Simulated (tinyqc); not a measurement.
Inputs raised by 5 %, one at a time: inversion-layer mobility, back-scattering and ballistic limit of a field-effect transistor. Computed by tinyqc, a small Python program. Command: `OMP_NUM_THREADS=1 python tinyqc.py 3006846 3006847 out.jsonl mos sens`. One thread of a shared host (Intel(R) Xeon(R) Processor @ 2.30GHz), about 0.02 s of CPU time with the checks.

The charge at the top of the source barrier is fixed by the gate; series resistance and short-channel effects are left out. F_j are Fermi integrals normalised to exp(eta) in the classical limit.

Inputs (values chosen for the exercise, modelled on a silicon p-channel):

| quantity | value | unit |
|---|---|---|
| transport mass m | 0.29 | m_0 |
| valley degeneracy g_v | 1 | - |
| weight w of the inversion charge | 0.333 | - |
| permittivity eps | 11.7 | - |
| phonon mobility at 1 MV/cm and 300 K, mu_ph | 120 | cm^2/(V s) |
| roughness mobility at 1 MV/cm, mu_sr | 140 | cm^2/(V s) |
| Coulomb mobility at N_inv = 1e12/cm^2, mu_C | 200 | cm^2/(V s) |
| electrical oxide thickness t_inv | 2.3 | nm |
| depletion charge N_dep | 1.1e+12 | 1/cm^2 |
| gate overdrive V_G - V_T | 0.69 | V |
| drain voltage V_D | 0.54 | V |
| channel length L | 240 | nm |
| exponent a of the critical length | 0.6 | - |
| temperature T | 300 | K |

Statistics at the top of the barrier: Fermi-Dirac.

Constants: eps_0 = 8.8541878128e-12 F/m; e = 1.602176634e-19 C; m_0 = 9.1093837015e-31 kg; k_B = 1.380649e-23 J/K; hbar = 1.054571817e-34 J s; k_B = 8.617333262e-05 eV/K.

Method:
- N_inv = 3.9 eps_0 (V_G - V_T)/(e t_inv); effective field E_eff = e (N_dep + w N_inv)/(eps eps_0).
- mu_phonon = mu_ph (E_eff/1 MV/cm)^(-0.3) (T/300 K)^(-1.75); mu_rough = mu_sr (E_eff/1 MV/cm)^(-2); mu_Coulomb = mu_C (N_inv/1e12 cm^-2) (T/300 K); Matthiessen's rule adds 1/mu.
- F_j(eta) = (1/Gamma(j + 1)) int_0^infinity x^j/(1 + exp(x - eta)) dx, F_0 = ln(1 + exp(eta)). Integrals over x = E/(k_B T) use 160 Gauss-Legendre points in u = sqrt(x) from 0 to sqrt(max(eta, 0) + 32).
- Ballistic channel: N_2D = g_v m k_B T/(pi hbar^2), U = e V_D/(k_B T); eta_F solves N_inv = (N_2D/2)[F_0(eta_F) + F_0(eta_F - U)]; v_T = sqrt(2 k_B T/(pi m)); I/W = e (N_2D/2) v_T [F_1/2(eta_F) - F_1/2(eta_F - U)]; injection velocity v_T F_1/2(eta_F)/F_0(eta_F).
- Mean free path lambda = (2 k_B T/e)(mu/v_T) F_0(eta_0)/F_-1/2(eta_0), with eta_0 from N_inv = N_2D F_0(eta_0); critical length l = L (1 + U)^(-a), an empirical rule; back-scattering r = l/(l + lambda). Then eta solves N_inv = (N_2D/2)[(1 + r) F_0(eta) + (1 - r) F_0(eta - U)] and I/W = e (N_2D/2) v_T (1 - r)[F_1/2(eta) - F_1/2(eta - U)].
- Ballistic ratio: I over the ballistic current. Apparent mobility 1/(1/mu + 1/mu_B), mu_B = mu L/lambda.

Runs:

| input moved | from | to | current I/W (microampere/micrometre) | ballistic ratio | ballistic current I/W (microampere/micrometre) | injection velocity (1e7 cm/s) |
|---|---|---|---|---|---|---|
| base run | - | - | 133.3 | 0.07867 | 1695 | 1.636 |
| transport mass m (m_0) | 0.29 | 0.3045 | 129.6 | 0.07983 | 1624 | 1.567 |
| roughness mobility at 1 MV/cm, mu_sr (cm^2/(V s)) | 140 | 147 | 134.5 | 0.07935 | 1695 | 1.636 |
| Coulomb mobility at N_inv = 1e12/cm^2, mu_C (cm^2/(V s)) | 200 | 210 | 133.8 | 0.07896 | 1695 | 1.636 |
| depletion charge N_dep (1/cm^2) | 1.1e+12 | 1.155e+12 | 132.1 | 0.07793 | 1695 | 1.636 |
| gate overdrive V_G - V_T (V) | 0.69 | 0.7245 | 141.7 | 0.07817 | 1813 | 1.667 |
| channel length L (nm) | 240 | 252 | 127.4 | 0.07519 | 1695 | 1.636 |
| temperature T (K) | 300 | 315 | 125.6 | 0.07366 | 1705 | 1.646 |

Exponents ln(y'/y) / ln(x'/x):

| input | current I/W | ballistic ratio | ballistic current I/W | injection velocity |
|---|---|---|---|---|
| transport mass m | -0.574 | 0.300 | -0.874 | -0.874 |
| roughness mobility at 1 MV/cm, mu_sr | 0.175 | 0.175 | 0.000 | 0.000 |
| Coulomb mobility at N_inv = 1e12/cm^2, mu_C | 0.075 | 0.075 | 0.000 | 0.000 |
| depletion charge N_dep | -0.193 | -0.193 | 0.000 | 0.000 |
| gate overdrive V_G - V_T | 1.251 | -0.132 | 1.383 | 0.383 |
| channel length L | -0.927 | -0.927 | 0.000 | 0.000 |
| temperature T | -1.223 | -1.348 | 0.126 | 0.126 |

Among the inputs moved here: current I/W answers most in size to gate overdrive V_G - V_T (exponent +1.251), next to temperature T (-1.223). Ballistic ratio answers most in size to temperature T (exponent -1.348), next to channel length L (-0.927). Ballistic current I/W answers most in size to gate overdrive V_G - V_T (exponent +1.383), next to transport mass m (-0.874); its exponent is below 0.0005 for roughness mobility at 1 MV/cm, mu_sr, Coulomb mobility at N_inv = 1e12/cm^2, mu_C, depletion charge N_dep, channel length L. injection velocity answers most in size to transport mass m (exponent -0.874), next to gate overdrive V_G - V_T (+0.383); its exponent is below 0.0005 for roughness mobility at 1 MV/cm, mu_sr, Coulomb mobility at N_inv = 1e12/cm^2, mu_C, depletion charge N_dep, channel length L.
